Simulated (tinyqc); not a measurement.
## Mean barrier and spread from two temperatures

Question. For a Gaussian spread of Schottky barriers the apparent height is phi_ap = phi - sg^2/(2 Vt), Vt = kB T/q. Find sg and phi.

Constants: q = 1.602176634e-19 C, kB = 1.380649e-23 J/K. Results are converted to the units shown.

phi_ap(0) at 200 and 300 K (eV): 0.59224083  0.62149389

Answer. phi_ap is linear in 1/(2 Vt) with slope -sg^2 and intercept phi.

sg = 0.05500 eV
phi = 0.6800 eV

Program tinyqc, `OMP_NUM_THREADS=1 python tinyqc.py 2640113 2640114 out.jsonl`; Intel Xeon 2.30GHz, shared host, one thread, about 0.01 s.
